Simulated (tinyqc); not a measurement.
Narrowing from the saturation current.

Inverse problem. A uniform n-type emitter has J0 = (q p0 D/L)(s + tanh(W/L))/(1 + s tanh(W/L)), D = mup Vt, s = S L/D, and p0 = (ni^2/N) exp(dE_app/kB T), where dE_app = dEg + kB T ln[(N/Nc) exp(-eta)]. Find p0, dE_app and dEg.

Parameters, values chosen for the exercise; band and dielectric values close to those of silicon:
```
symbol,value,unit,meaning
T,300,K,temperature
Nc,2.81e19,cm^-3,conduction-band density of states at 300 K
N,2.3e19,cm^-3,ionised donor density
mup,200,cm^2/(V s),minority-hole mobility
W,360,nm,emitter width
S,1.8e5,cm/s,recombination velocity at the contact
```

Constants: q = 1.602176634e-19 C, kB = 1.380649e-23 J/K, Vt = kB T/q. Results are converted to the units shown.

J0 = 441.33588 fA/cm^2
L = 1694.0172 nm
ni = 7.2646622e9 cm^-3
converged eta = 0.085873079

Answer. J0 gives p0, its ratio to ni^2/N gives dE_app, and the degeneracy term is taken off.

p0 = 33.0 cm^-3
dE_app = 68.9 meV
dEg = 76.3 meV

Program tinyqc, `OMP_NUM_THREADS=1 python tinyqc.py 2330114 2330115 out.jsonl`; Intel Xeon 2.30GHz, shared host, one thread, about 0.01 s.
